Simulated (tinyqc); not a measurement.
From results back to parameters: inversion layer as a triangular well, valleys of the Si type. Two cases, with inputs chosen for the exercise.

Problem. The spacing of the two lowest levels of one ladder was computed from a hidden sheet density Ns.

The field is taken as constant, e F = 4 pi (e^2/4 pi eps0)(Nd + eta Ns)/eps, with 1e12/cm^2 = 1e-4/angstrom^2, and the oxide as a hard wall at z = 0; c = hbar^2/2m0.

Level j of a valley lies at E_j = a_j (c (e F)^2/m_z)^(1/3) above the band edge at the surface, with the Airy zeros a_j = 2.338107, 4.087949, 5.520560, 6.786708, 7.944134, 9.022651, 10.040174, 11.008524, 11.936016, 12.828777, and has <z> = 2 E_j/(3 e F).

Constants: hbar^2/2m0 = 3.80998211 eV angstrom^2; e^2/(4 pi eps0) = 14.39964547 eV angstrom.

Case 1.

Values chosen (near those of Si; the results hold for these values, not for the real material): m_z = 0.3114 m0 (confinement mass); eps = 11.7 (dielectric constant); Nd = 1.5 x 1e12/cm^2 (depletion charge); eta = 0.75 (share of Ns in the effective field).

E_1 - E_0 = 112.1670 meV

Case 2.

Values chosen (near those of Si; the results hold for these values, not for the real material): m_z = 0.2536 m0 (confinement mass); eps = 11.7 (dielectric constant); Nd = 0.61 x 1e12/cm^2 (depletion charge); eta = 0.5 (share of Ns in the effective field).

E_1 - E_0 = 85.7616 meV

Find: F; Ns.

Solution. e F = sqrt(m_z/c) [(E_1 - E_0)/(a_1 - a_0)]^(3/2), with a_0 and a_1 the first two zeros; then Ns = (eps e F/(4 pi e^2/4 pi eps0) - Nd)/eta.

Case 1.

F = 0.4640 MV/cm
Ns = 2.00 x 1e12/cm^2

Case 2.

F = 0.2799 MV/cm
Ns = 2.40 x 1e12/cm^2

Computed by tinyqc, one run a case: `OMP_NUM_THREADS=1 python tinyqc.py N N+1 out.jsonl` with N = 1251702, 1251767; one thread of a shared Intel(R) Xeon(R) Processor @ 2.30GHz, about 0.04 s a run at most.
